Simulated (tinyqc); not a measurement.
RKS/B3LYP (VWN-RPA form) in the 3-21g basis, for H3+, spin multiplicity 1, step by step (part 1 of 2). Computed by tinyqc, a small Python program that keeps every step (integrals from PySCF). Settings: charge = 1, multiplicity = 1, basis = 3-21g, energy threshold = 1e-08, iteration cap = 89, orthogonalisation = canonical, start = core, DIIS depth = 3, damping = 0.7, method = RKS, functional = b3lyp, grid = [40, 14]. Command: `OMP_NUM_THREADS=1 python tinyqc.py 20689 20690 out.jsonl` (the two numbers bound the seeds that draw the settings). One thread of a shared host (Intel(R) Xeon(R) Processor @ 2.60GHz), about 0.6 s of CPU time with the checks. Later iterations appear only in the table of the cycle.

## One-electron integrals

Geometry (angstrom):
```
atom       x       y       z
H     0.0000  0.0000  0.0000
H     0.0000  0.0000  1.4500
H     0.0000  1.2560  0.7250
```

Basis 3-21g: exponents (1/bohr^2) and contraction coefficients of normalised primitives:
```
element  l (shell)  exponent  coefficient
H            s (1)    5.4472       0.1563
H            s (1)    0.8245       0.9047
H            s (2)    0.1832       1.0000
```

Overlap, kinetic and nuclear-attraction integrals over the contracted functions; the nuclear repulsion is the sum of Za Zb / Rab.

nuclear repulsion = 1.094735 hartree

overlap S, order 1H 1s, 1H 2s, 2H 1s, 2H 2s, 3H 1s, 3H 2s:
```
[[1.0000, 0.6459, 0.0378, 0.2076, 0.0377, 0.2075],
 [0.6459, 1.0000, 0.2076, 0.5027, 0.2075, 0.5026],
 [0.0378, 0.2076, 1.0000, 0.6459, 0.0377, 0.2075],
 [0.2076, 0.5027, 0.6459, 1.0000, 0.2075, 0.5026],
 [0.0377, 0.2075, 0.0377, 0.2075, 1.0000, 0.6459],
 [0.2075, 0.5026, 0.2075, 0.5026, 0.6459, 1.0000]]
```

kinetic energy T (hartree), order 1H 1s, 1H 2s, 2H 1s, 2H 2s, 3H 1s, 3H 2s:
```
[[1.5494, 0.2932, -0.0528, 0.0229, -0.0527, 0.0228],
 [0.2932, 0.2748, 0.0229, 0.0748, 0.0228, 0.0748],
 [-0.0528, 0.0229, 1.5494, 0.2932, -0.0527, 0.0228],
 [0.0229, 0.0748, 0.2932, 0.2748, 0.0228, 0.0748],
 [-0.0527, 0.0228, -0.0527, 0.0228, 1.5494, 0.2932],
 [0.0228, 0.0748, 0.0228, 0.0748, 0.2932, 0.2748]]
```

nuclear attraction V (hartree), order 1H 1s, 1H 2s, 2H 1s, 2H 2s, 3H 1s, 3H 2s:
```
[[-2.4508, -1.2540, -0.0712, -0.4046, -0.0711, -0.4045],
 [-1.2540, -1.3990, -0.4046, -0.7600, -0.4045, -0.7598],
 [-0.0712, -0.4046, -2.4508, -1.2540, -0.0711, -0.4045],
 [-0.4046, -0.7600, -1.2540, -1.3990, -0.4045, -0.7598],
 [-0.0711, -0.4045, -0.0711, -0.4045, -2.4507, -1.2540],
 [-0.4045, -0.7598, -0.4045, -0.7598, -1.2540, -1.3989]]
```

core Hamiltonian H = T + V (hartree), order 1H 1s, 1H 2s, 2H 1s, 2H 2s, 3H 1s, 3H 2s:
```
[[-0.9014, -0.9609, -0.1239, -0.3818, -0.1238, -0.3816],
 [-0.9609, -1.1242, -0.3818, -0.6852, -0.3816, -0.6850],
 [-0.1239, -0.3818, -0.9014, -0.9609, -0.1238, -0.3816],
 [-0.3818, -0.6852, -0.9609, -1.1242, -0.3816, -0.6850],
 [-0.1238, -0.3816, -0.1238, -0.3816, -0.9013, -0.9608],
 [-0.3816, -0.6850, -0.3816, -0.6850, -0.9608, -1.1242]]
```

## Two-electron integrals

Functions are numbered as in S; the eight-fold symmetry (ij|kl) = (ji|kl) = (kl|ij) leaves the list below.

Two-electron integrals (ij|kl) in chemists' order, unique and non-zero (hartree):
```
(11|11) 1.1401   (21|11) 0.6114   (21|21) 0.3452   (22|11) 0.6264
(22|21) 0.3803   (22|22) 0.4830   (31|11) 0.0258   (31|21) 0.0157
(31|22) 0.0196   (31|31) 0.0015   (32|11) 0.0911   (32|21) 0.0581
(32|22) 0.0830   (32|31) 0.0060   (32|32) 0.0353   (33|11) 0.3648
(33|21) 0.2353   (33|22) 0.3534   (33|31) 0.0258   (33|32) 0.1858
(33|33) 1.1401   (41|11) 0.1858   (41|21) 0.1062   (41|22) 0.1196
(41|31) 0.0060   (41|32) 0.0225   (41|33) 0.0911   (41|41) 0.0353
(42|11) 0.2633   (42|21) 0.1630   (42|22) 0.2176   (42|31) 0.0117
(42|32) 0.0572   (42|33) 0.2633   (42|41) 0.0572   (42|42) 0.1221
(43|11) 0.2353   (43|21) 0.1514   (43|22) 0.2255   (43|31) 0.0157
(43|32) 0.1062   (43|33) 0.6114   (43|41) 0.0581   (43|42) 0.1630
(43|43) 0.3452   (44|11) 0.3534   (44|21) 0.2255   (44|22) 0.3295
(44|31) 0.0196   (44|32) 0.1196   (44|33) 0.6264   (44|41) 0.0830
(44|42) 0.2176   (44|43) 0.3803   (44|44) 0.4830   (51|11) 0.0258
(51|21) 0.0157   (51|22) 0.0196   (51|31) 0.0010   (51|32) 0.0039
(51|33) 0.0158   (51|41) 0.0054   (51|42) 0.0098   (51|43) 0.0102
(51|44) 0.0148   (51|51) 0.0015   (52|11) 0.0910   (52|21) 0.0581
(52|22) 0.0830   (52|31) 0.0039   (52|32) 0.0186   (52|33) 0.0816
(52|41) 0.0201   (52|42) 0.0451   (52|43) 0.0523   (52|44) 0.0768
(52|51) 0.0060   (52|52) 0.0353   (53|11) 0.0158   (53|21) 0.0102
(53|22) 0.0148   (53|31) 0.0010   (53|32) 0.0054   (53|33) 0.0258
(53|41) 0.0039   (53|42) 0.0098   (53|43) 0.0157   (53|44) 0.0196
(53|51) 0.0010   (53|52) 0.0054   (53|53) 0.0015   (54|11) 0.0816
(54|21) 0.0523   (54|22) 0.0768   (54|31) 0.0039   (54|32) 0.0201
(54|33) 0.0910   (54|41) 0.0186   (54|42) 0.0451   (54|43) 0.0581
(54|44) 0.0830   (54|51) 0.0054   (54|52) 0.0339   (54|53) 0.0060
(54|54) 0.0353   (55|11) 0.3648   (55|21) 0.2353   (55|22) 0.3533
(55|31) 0.0159   (55|32) 0.0816   (55|33) 0.3648   (55|41) 0.0816
(55|42) 0.1985   (55|43) 0.2353   (55|44) 0.3533   (55|51) 0.0258
(55|52) 0.1857   (55|53) 0.0258   (55|54) 0.1857   (55|55) 1.1401
(61|11) 0.1857   (61|21) 0.1062   (61|22) 0.1195   (61|31) 0.0054
(61|32) 0.0201   (61|33) 0.0816   (61|41) 0.0340   (61|42) 0.0541
(61|43) 0.0523   (61|44) 0.0768   (61|51) 0.0060   (61|52) 0.0225
(61|53) 0.0039   (61|54) 0.0201   (61|55) 0.0910   (61|61) 0.0353
(62|11) 0.2633   (62|21) 0.1630   (62|22) 0.2176   (62|31) 0.0098
(62|32) 0.0451   (62|33) 0.1985   (62|41) 0.0541   (62|42) 0.1094
(62|43) 0.1258   (62|44) 0.1798   (62|51) 0.0117   (62|52) 0.0571
(62|53) 0.0098   (62|54) 0.0541   (62|55) 0.2633   (62|61) 0.0571
(62|62) 0.1220   (63|11) 0.0816   (63|21) 0.0523   (63|22) 0.0768
(63|31) 0.0054   (63|32) 0.0340   (63|33) 0.1857   (63|41) 0.0201
(63|42) 0.0541   (63|43) 0.1062   (63|44) 0.1195   (63|51) 0.0039
(63|52) 0.0201   (63|53) 0.0060   (63|54) 0.0225   (63|55) 0.0910
(63|61) 0.0186   (63|62) 0.0451   (63|63) 0.0353   (64|11) 0.1985
(64|21) 0.1258   (64|22) 0.1798   (64|31) 0.0098   (64|32) 0.0541
(64|33) 0.2633   (64|41) 0.0451   (64|42) 0.1094   (64|43) 0.1630
(64|44) 0.2176   (64|51) 0.0098   (64|52) 0.0541   (64|53) 0.0117
(64|54) 0.0571   (64|55) 0.2633   (64|61) 0.0451   (64|62) 0.1094
(64|63) 0.0571   (64|64) 0.1220   (65|11) 0.2353   (65|21) 0.1514
(65|22) 0.2254   (65|31) 0.0102   (65|32) 0.0524   (65|33) 0.2353
(65|41) 0.0524   (65|42) 0.1258   (65|43) 0.1514   (65|44) 0.2254
(65|51) 0.0157   (65|52) 0.1062   (65|53) 0.0157   (65|54) 0.1062
(65|55) 0.6114   (65|61) 0.0581   (65|62) 0.1630   (65|63) 0.0581
(65|64) 0.1630   (65|65) 0.3452   (66|11) 0.3533   (66|21) 0.2254
(66|22) 0.3294   (66|31) 0.0148   (66|32) 0.0768   (66|33) 0.3533
(66|41) 0.0768   (66|42) 0.1799   (66|43) 0.2254   (66|44) 0.3294
(66|51) 0.0196   (66|52) 0.1195   (66|53) 0.0196   (66|54) 0.1195
(66|55) 0.6264   (66|61) 0.0830   (66|62) 0.2176   (66|63) 0.0830
(66|64) 0.2176   (66|65) 0.3803   (66|66) 0.4830
```

## Orthogonalisation

S = U s U^T; canonical form X = U s^(-1/2), so that X^T S X = 1. Each column of U has its largest component positive (the first on a tie).

eigenvalues of S: [0.2336, 0.2337, 0.3820, 1.2259, 1.2260, 2.6988]

X, order 1H 1s, 1H 2s, 2H 1s, 2H 2s, 3H 1s, 3H 2s:
```
[[-0.7541, 0.4354, 0.7819, 0.5473, -0.3159, 0.1923],
 [1.2536, -0.7237, -0.5111, 0.3292, -0.1901, 0.2942],
 [0.7541, 0.4354, 0.7819, -0.5473, -0.3159, 0.1923],
 [-1.2536, -0.7237, -0.5111, -0.3292, -0.1901, 0.2942],
 [0.0000, -0.8708, 0.7820, 0.0000, 0.6319, 0.1923],
 [0.0000, 1.4473, -0.5111, 0.0000, 0.3802, 0.2942]]
```

## Starting guess

The start is the orbitals of the core Hamiltonian; D = 2 C_occ C_occ^T.

D at the start, order 1H 1s, 1H 2s, 2H 1s, 2H 2s, 3H 1s, 3H 2s:
```
[[0.1083, 0.1244, 0.1083, 0.1244, 0.1083, 0.1243],
 [0.1244, 0.1428, 0.1244, 0.1428, 0.1243, 0.1428],
 [0.1083, 0.1244, 0.1083, 0.1244, 0.1083, 0.1243],
 [0.1244, 0.1428, 0.1244, 0.1428, 0.1243, 0.1428],
 [0.1083, 0.1243, 0.1083, 0.1243, 0.1082, 0.1243],
 [0.1243, 0.1428, 0.1243, 0.1428, 0.1243, 0.1427]]
```

## Iteration 1: exchange-correlation on the grid

Becke grid with 40 radial and 14 angular points per atom, points of zero weight dropped. rho = sum D_ij phi_i phi_j; V_xc,ij = sum w v_xc phi_i phi_j plus the gradient terms; v_xc is d(rho eps)/d rho at fixed gradient. Exact exchange is left to K.

The 12 grid points with the largest w rho, of 1680 (bohr, atomic units):
```
x             y       z       w     rho  |grad rho|^2   eps_xc     v_xc
0.0000   1.0432  1.3701  0.1766  0.0469      1.92e-04  -0.2505  -0.3261
0.7681   0.7681  0.7681  0.2470  0.0322        0.0016  -0.2336  -0.2820
-0.7681  0.7681  0.7681  0.2470  0.0322        0.0016  -0.2336  -0.2820
0.7681   0.7681  1.9720  0.2470  0.0322        0.0016  -0.2336  -0.2820
-0.7681  0.7681  1.9720  0.2470  0.0322        0.0016  -0.2336  -0.2820
-0.8774  0.8774  0.8774  0.2921  0.0269        0.0011  -0.2221  -0.2664
0.8774   0.8774  0.8774  0.2921  0.0269        0.0011  -0.2221  -0.2664
0.8774   0.8774  1.8627  0.2921  0.0269        0.0011  -0.2221  -0.2664
-0.8774  0.8774  1.8627  0.2921  0.0269        0.0011  -0.2221  -0.2664
0.0000   1.2147  1.3701  0.1526  0.0504        0.0007  -0.2575  -0.3317
-0.6690  0.6690  0.6690  0.1883  0.0386        0.0024  -0.2464  -0.2987
0.6690   0.6690  0.6690  0.1883  0.0386        0.0024  -0.2464  -0.2987
```

electrons on the grid, sum of w rho = 1.9930

E_xc = sum of w rho eps_xc = -0.458361 hartree

V_xc (hartree), order 1H 1s, 1H 2s, 2H 1s, 2H 2s, 3H 1s, 3H 2s:
```
[[-0.3793, -0.2040, -0.0119, -0.0659, -0.0122, -0.0667],
 [-0.2040, -0.2228, -0.0659, -0.1216, -0.0682, -0.1212],
 [-0.0119, -0.0659, -0.3793, -0.2040, -0.0122, -0.0667],
 [-0.0659, -0.1216, -0.2040, -0.2228, -0.0682, -0.1212],
 [-0.0122, -0.0682, -0.0122, -0.0682, -0.3799, -0.2071],
 [-0.0667, -0.1212, -0.0667, -0.1212, -0.2071, -0.2210]]
```

## Iteration 1: building the Kohn-Sham matrix

J_ij = sum D_kl (ij|kl), K_ij = sum D_kl (ik|jl); F = H + J - 0.1 K + V_xc; E = tr D H + tr D J / 2 - 0.05 tr D K + E_xc + E_nn.

Coulomb J (hartree), order 1H 1s, 1H 2s, 2H 1s, 2H 2s, 3H 1s, 3H 2s:
```
[[1.0618, 0.6428, 0.0427, 0.2180, 0.0426, 0.2180],
 [0.6428, 0.8404, 0.2180, 0.4607, 0.2179, 0.4605],
 [0.0427, 0.2180, 1.0618, 0.6428, 0.0426, 0.2180],
 [0.2180, 0.4607, 0.6428, 0.8404, 0.2179, 0.4605],
 [0.0426, 0.2179, 0.0426, 0.2179, 1.0616, 0.6427],
 [0.2180, 0.4605, 0.2180, 0.4605, 0.6427, 0.8403]]
```

exchange K (hartree), order 1H 1s, 1H 2s, 2H 1s, 2H 2s, 3H 1s, 3H 2s:
```
[[0.5229, 0.5063, 0.2264, 0.3610, 0.2264, 0.3609],
 [0.5063, 0.6014, 0.3610, 0.5152, 0.3609, 0.5151],
 [0.2264, 0.3610, 0.5229, 0.5063, 0.2264, 0.3609],
 [0.3610, 0.5152, 0.5063, 0.6014, 0.3609, 0.5151],
 [0.2264, 0.3609, 0.2264, 0.3609, 0.5226, 0.5060],
 [0.3609, 0.5151, 0.3609, 0.5151, 0.5060, 0.6012]]
```

Kohn-Sham matrix F (hartree), order 1H 1s, 1H 2s, 2H 1s, 2H 2s, 3H 1s, 3H 2s:
```
[[-0.2711, -0.5727, -0.1158, -0.2657, -0.1161, -0.2665],
 [-0.5727, -0.5667, -0.2657, -0.3976, -0.2680, -0.3972],
 [-0.1158, -0.2657, -0.2711, -0.5727, -0.1161, -0.2665],
 [-0.2657, -0.3976, -0.5727, -0.5667, -0.2680, -0.3972],
 [-0.1161, -0.2680, -0.1161, -0.2680, -0.2718, -0.5758],
 [-0.2665, -0.3972, -0.2665, -0.3972, -0.5758, -0.5650]]
```

total energy of this density = -1.222388 hartree

This density is the starting one.

## Iteration 1: diagonalisation and new density

Diagonalise F' = X^T F X, C = X C', fill 1 alpha and 1 beta electrons from the bottom; D = 2 C_occ C_occ^T; the new density keeps 0.7 of the old one (damping). Each column has its largest component positive (the first on a tie).

F' = X^T F X (hartree):
```
[[0.4530, 0.0000, 0.0000, -0.2803, 0.0000, 0.0000],
 [0.0000, 0.4548, -0.0067, 0.0000, -0.2796, 0.0022],
 [0.0000, -0.0067, 0.6653, 0.0000, 0.0007, -0.0509],
 [-0.2803, 0.0000, 0.0000, -0.3510, 0.0000, 0.0000],
 [0.0000, -0.2796, 0.0007, 0.0000, -0.3508, -0.0014],
 [0.0000, 0.0022, -0.0509, 0.0000, -0.0014, -0.7849]]
```

orbital energies (hartree): [-0.7867, -0.4390, -0.4383, 0.5410, 0.5419, 0.6674]

coefficients C, order 1H 1s, 1H 2s, 2H 1s, 2H 2s, 3H 1s, 3H 2s:
```
[[0.2183, 0.2961, -0.1709, -0.8834, 0.5509, 0.7466],
 [0.2764, 0.6898, -0.3987, 1.0973, -0.6603, -0.4860],
 [0.2183, -0.2961, -0.1709, 0.8834, 0.5509, 0.7466],
 [0.2764, -0.6898, -0.3987, -1.0973, -0.6603, -0.4860],
 [0.2220, 0.0000, 0.3434, 0.0000, -0.9766, 0.8277],
 [0.2755, 0.0000, 0.7940, 0.0000, 1.2385, -0.5890]]
```

D after iteration 1, order 1H 1s, 1H 2s, 2H 1s, 2H 2s, 3H 1s, 3H 2s:
```
[[0.1044, 0.1233, 0.1044, 0.1233, 0.1049, 0.1231],
 [0.1233, 0.1458, 0.1233, 0.1458, 0.1238, 0.1456],
 [0.1044, 0.1233, 0.1044, 0.1233, 0.1049, 0.1231],
 [0.1233, 0.1458, 0.1233, 0.1458, 0.1238, 0.1456],
 [0.1049, 0.1238, 0.1049, 0.1238, 0.1053, 0.1237],
 [0.1231, 0.1456, 0.1231, 0.1456, 0.1237, 0.1455]]
```

## Iteration 2: exchange-correlation on the grid

As before.

The 12 grid points with the largest w rho, of 1680 (bohr, atomic units):
```
x             y       z       w     rho  |grad rho|^2   eps_xc     v_xc
0.0000   1.0432  1.3701  0.1766  0.0470      1.88e-04  -0.2506  -0.3264
-0.7681  0.7681  0.7681  0.2470  0.0322        0.0016  -0.2336  -0.2823
0.7681   0.7681  0.7681  0.2470  0.0322        0.0016  -0.2336  -0.2823
0.7681   0.7681  1.9720  0.2470  0.0322        0.0016  -0.2336  -0.2823
-0.7681  0.7681  1.9720  0.2470  0.0322        0.0016  -0.2336  -0.2823
-0.8774  0.8774  0.8774  0.2921  0.0270        0.0011  -0.2222  -0.2669
0.8774   0.8774  0.8774  0.2921  0.0270        0.0011  -0.2222  -0.2669
0.8774   0.8774  1.8627  0.2921  0.0270        0.0011  -0.2222  -0.2669
-0.8774  0.8774  1.8627  0.2921  0.0270        0.0011  -0.2222  -0.2669
0.0000   1.2147  1.3701  0.1526  0.0504        0.0007  -0.2576  -0.3319
0.6690   0.6690  0.6690  0.1883  0.0386        0.0023  -0.2461  -0.2988
-0.6690  0.6690  0.6690  0.1883  0.0386        0.0023  -0.2461  -0.2988
```

electrons on the grid, sum of w rho = 1.9928

E_xc = sum of w rho eps_xc = -0.456206 hartree

V_xc (hartree), order 1H 1s, 1H 2s, 2H 1s, 2H 2s, 3H 1s, 3H 2s:
```
[[-0.3781, -0.2037, -0.0119, -0.0658, -0.0122, -0.0666],
 [-0.2037, -0.2228, -0.0658, -0.1217, -0.0682, -0.1213],
 [-0.0119, -0.0658, -0.3781, -0.2037, -0.0122, -0.0666],
 [-0.0658, -0.1217, -0.2037, -0.2228, -0.0682, -0.1213],
 [-0.0122, -0.0682, -0.0122, -0.0682, -0.3792, -0.2069],
 [-0.0666, -0.1213, -0.0666, -0.1213, -0.2069, -0.2211]]
```

## Iteration 2: building the Kohn-Sham matrix

As before.

Coulomb J (hartree), order 1H 1s, 1H 2s, 2H 1s, 2H 2s, 3H 1s, 3H 2s:
```
[[1.0590, 0.6414, 0.0426, 0.2176, 0.0426, 0.2176],
 [0.6414, 0.8394, 0.2176, 0.4601, 0.2177, 0.4601],
 [0.0426, 0.2176, 1.0590, 0.6414, 0.0426, 0.2176],
 [0.2176, 0.4601, 0.6414, 0.8394, 0.2177, 0.4601],
 [0.0426, 0.2177, 0.0426, 0.2177, 1.0601, 0.6420],
 [0.2176, 0.4601, 0.2176, 0.4601, 0.6420, 0.8398]]
```

exchange K (hartree), order 1H 1s, 1H 2s, 2H 1s, 2H 2s, 3H 1s, 3H 2s:
```
[[0.5184, 0.5043, 0.2250, 0.3600, 0.2253, 0.3600],
 [0.5043, 0.6019, 0.3600, 0.5158, 0.3606, 0.5160],
 [0.2250, 0.3600, 0.5184, 0.5043, 0.2253, 0.3600],
 [0.3600, 0.5158, 0.5043, 0.6019, 0.3606, 0.5160],
 [0.2253, 0.3606, 0.2253, 0.3606, 0.5202, 0.5055],
 [0.3600, 0.5160, 0.3600, 0.5160, 0.5055, 0.6025]]
```

Kohn-Sham matrix F (hartree), order 1H 1s, 1H 2s, 2H 1s, 2H 2s, 3H 1s, 3H 2s:
```
[[-0.2723, -0.5735, -0.1158, -0.2659, -0.1161, -0.2667],
 [-0.5735, -0.5678, -0.2659, -0.3983, -0.2682, -0.3978],
 [-0.1158, -0.2659, -0.2723, -0.5735, -0.1161, -0.2667],
 [-0.2659, -0.3983, -0.5735, -0.5678, -0.2682, -0.3978],
 [-0.1161, -0.2682, -0.1161, -0.2682, -0.2724, -0.5763],
 [-0.2667, -0.3978, -0.2667, -0.3978, -0.5763, -0.5658]]
```

total energy of this density = -1.222644 hartree

This density is a damped mixture and is not idempotent.

## Iteration 2: DIIS over 2 matrices

error matrix X^T (FDS - SDF) X:
```
[[0.0000, 0.0000, 0.0000, 0.0000, 0.0000, 0.0000],
 [0.0000, 0.0000, 0.0001, 0.0000, 0.0000, 0.0027],
 [0.0000, -0.0001, 0.0000, 0.0000, 0.0001, 0.0349],
 [0.0000, 0.0000, 0.0000, 0.0000, 0.0000, 0.0000],
 [0.0000, 0.0000, -0.0001, 0.0000, 0.0000, -0.0015],
 [0.0000, -0.0027, -0.0349, 0.0000, 0.0015, 0.0000]]
```

B (overlaps of the stored error matrices):
```
[[4.9078800e-03, 3.4692750e-03],
 [3.4692750e-03, 2.4527252e-03]]
```

Minimise |sum c_i e_i|^2 with sum c_i = 1: solve [B -1; -1 0][c; lambda] = [0; -1] with B_ij = tr e_i^T e_j, and take F = sum c_i F_i.

DIIS coefficients: [-2.4086, 3.4086]

extrapolated F (hartree), order 1H 1s, 1H 2s, 2H 1s, 2H 2s, 3H 1s, 3H 2s:
```
[[-0.2753, -0.5754, -0.1156, -0.2665, -0.1160, -0.2672],
 [-0.5754, -0.5705, -0.2665, -0.3999, -0.2687, -0.3992],
 [-0.1156, -0.2665, -0.2753, -0.5754, -0.1160, -0.2672],
 [-0.2665, -0.3999, -0.5754, -0.5705, -0.2687, -0.3992],
 [-0.1160, -0.2687, -0.1160, -0.2687, -0.2739, -0.5775],
 [-0.2672, -0.3992, -0.2672, -0.3992, -0.5775, -0.5677]]
```

## Iteration 2: diagonalisation and new density

As before.

F' = X^T F X (hartree):
```
[[0.4502, 0.0000, 0.0000, -0.2794, 0.0000, 0.0000],
 [0.0000, 0.4528, -0.0075, 0.0000, -0.2792, 0.0023],
 [0.0000, -0.0075, 0.6626, 0.0000, 0.0013, -0.0503],
 [-0.2794, 0.0000, 0.0000, -0.3553, 0.0000, 0.0000],
 [0.0000, -0.2792, 0.0013, 0.0000, -0.3537, -0.0007],
 [0.0000, 0.0023, -0.0503, 0.0000, -0.0007, -0.7885]]
```

orbital energies (hartree): [-0.7903, -0.4427, -0.4410, 0.5376, 0.5395, 0.6648]

coefficients C, order 1H 1s, 1H 2s, 2H 1s, 2H 2s, 3H 1s, 3H 2s:
```
[[0.2184, 0.2971, -0.1710, -0.8831, 0.5565, 0.7424],
 [0.2773, 0.6886, -0.3977, 1.0980, -0.6642, -0.4809],
 [0.2184, -0.2971, -0.1710, 0.8831, 0.5565, 0.7424],
 [0.2773, -0.6886, -0.3977, -1.0980, -0.6642, -0.4809],
 [0.2209, 0.0000, 0.3442, 0.0000, -0.9700, 0.8353],
 [0.2743, 0.0000, 0.7940, 0.0000, 1.2343, -0.5982]]
```

D after iteration 2, order 1H 1s, 1H 2s, 2H 1s, 2H 2s, 3H 1s, 3H 2s:
```
[[0.1017, 0.1226, 0.1017, 0.1226, 0.1023, 0.1221],
 [0.1226, 0.1482, 0.1226, 0.1482, 0.1234, 0.1476],
 [0.1017, 0.1226, 0.1017, 0.1226, 0.1023, 0.1221],
 [0.1226, 0.1482, 0.1226, 0.1482, 0.1234, 0.1476],
 [0.1023, 0.1234, 0.1023, 0.1234, 0.1030, 0.1229],
 [0.1221, 0.1476, 0.1221, 0.1476, 0.1229, 0.1470]]
```

## Iteration 31 (converged): orbitals

converged F (hartree), order 1H 1s, 1H 2s, 2H 1s, 2H 2s, 3H 1s, 3H 2s:
```
[[-0.2749, -0.5752, -0.1156, -0.2664, -0.1159, -0.2672],
 [-0.5752, -0.5704, -0.2664, -0.3999, -0.2687, -0.3993],
 [-0.1156, -0.2664, -0.2749, -0.5752, -0.1159, -0.2672],
 [-0.2664, -0.3999, -0.5752, -0.5704, -0.2687, -0.3993],
 [-0.1159, -0.2687, -0.1159, -0.2687, -0.2745, -0.5778],
 [-0.2672, -0.3993, -0.2672, -0.3993, -0.5778, -0.5680]]
```

Diagonalise F' = X^T F X, C = X C', fill 1 alpha and 1 beta electrons from the bottom; D = 2 C_occ C_occ^T. Each column has its largest component positive (the first on a tie).

F' = X^T F X (hartree):
```
[[0.4504, 0.0000, 0.0000, -0.2796, 0.0000, 0.0000],
 [0.0000, 0.4526, -0.0072, 0.0000, -0.2791, 0.0024],
 [0.0000, -0.0072, 0.6626, 0.0000, 0.0010, -0.0503],
 [-0.2796, 0.0000, 0.0000, -0.3549, 0.0000, 0.0000],
 [0.0000, -0.2791, 0.0010, 0.0000, -0.3540, -0.0010],
 [0.0000, 0.0024, -0.0503, 0.0000, -0.0010, -0.7885]]
```

orbital energies (hartree): [-0.7903, -0.4425, -0.4412, 0.5379, 0.5393, 0.6648]

coefficients C, order 1H 1s, 1H 2s, 2H 1s, 2H 2s, 3H 1s, 3H 2s:
```
[[0.2182, 0.2969, -0.1711, -0.8832, 0.5541, 0.7442],
 [0.2771, 0.6888, -0.3979, 1.0979, -0.6626, -0.4830],
 [0.2182, -0.2969, -0.1711, 0.8832, 0.5541, 0.7442],
 [0.2771, -0.6888, -0.3979, -1.0979, -0.6626, -0.4830],
 [0.2213, 0.0000, 0.3442, 0.0000, -0.9727, 0.8321],
 [0.2748, 0.0000, 0.7935, 0.0000, 1.2364, -0.5943]]
```

D after iteration 31, order 1H 1s, 1H 2s, 2H 1s, 2H 2s, 3H 1s, 3H 2s:
```
[[0.0952, 0.1209, 0.0952, 0.1209, 0.0965, 0.1199],
 [0.1209, 0.1536, 0.1209, 0.1536, 0.1226, 0.1523],
 [0.0952, 0.1209, 0.0952, 0.1209, 0.0965, 0.1199],
 [0.1209, 0.1536, 0.1209, 0.1536, 0.1226, 0.1523],
 [0.0965, 0.1226, 0.0965, 0.1226, 0.0979, 0.1216],
 [0.1199, 0.1523, 0.1199, 0.1523, 0.1216, 0.1510]]
```
